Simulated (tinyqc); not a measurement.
From results back to parameters: donor-acceptor pair recombination. Four cases, with inputs chosen for the exercise.

Problem. The lines of two shells were computed from hidden eps and ED + EA.

h nu = Eg - ED - EA + q/(eps R), q = e^2/(4 pi eps0); shell j lies at R = a_lat sqrt(j/2) for the same sublattice and a_lat sqrt(j/2 - 5/16) for opposite ones (on the same sublattice shells 14, 30, 46, 56, 62, ... are empty, where 2j has the form 4^a (8b + 7)); rate W = W0 exp(-2R/aD) with the donor radius aD = q/(2 eps ED). Polarisation and overlap terms, which matter for close pairs, are left out.

Constants: e^2/(4 pi eps0) = 14.39964547 eV angstrom.

Case 1.

Values chosen (near those of impurities in Si; shifted at random, so the results belong to these values and not to a real crystal): a_lat = 5.431 angstrom (lattice constant); Eg = 1.177 eV (gap); kind = opposite (sublattices of donor and acceptor); j12 = (115, 266) (two shells).

h nu (eV): 1.117325  1.106943

Case 2.

Values chosen (near those of impurities in Ge; shifted at random, so the results belong to these values and not to a real crystal): a_lat = 5.658 angstrom (lattice constant); Eg = 0.739 eV (gap); kind = same (sublattices of donor and acceptor); j12 = (349, 576) (two shells).

h nu (eV): 0.727548  0.724944

Case 3.

Values chosen (near those of impurities in 3C SiC; shifted at random, so the results belong to these values and not to a real crystal): a_lat = 4.36 angstrom (lattice constant); Eg = 2.377 eV (gap); kind = opposite (sublattices of donor and acceptor); j12 = (53, 178) (two shells).

h nu (eV): 2.122935  2.091916

Case 4.

Values chosen (near those of impurities in Ge; shifted at random, so the results belong to these values and not to a real crystal): a_lat = 5.658 angstrom (lattice constant); Eg = 0.74 eV (gap); kind = opposite (sublattices of donor and acceptor); j12 = (1941, 2339) (two shells).

h nu (eV): 0.720307  0.719852

Find: R; eps; ED + EA.

Solution. h nu against 1/R is a line of slope q/eps and intercept Eg - ED - EA.

Case 1.

R (angstrom): 41.07  62.56

eps = 11.6
ED + EA = 90 meV

Case 2.

R (angstrom): 74.74  96.02

eps = 16.4
ED + EA = 23 meV

Case 3.

R (angstrom): 22.31  41.06

eps = 9.5
ED + EA = 322 meV

Case 4.

R (angstrom): 176.23  193.47

eps = 16.0
ED + EA = 25 meV

Computed by tinyqc, one run a case: `OMP_NUM_THREADS=1 python tinyqc.py N N+1 out.jsonl` with N = 1252167, 1252373, 1252484, 1252534; one thread of a shared Intel(R) Xeon(R) Processor @ 2.30GHz, about 0.04 s a run at most.
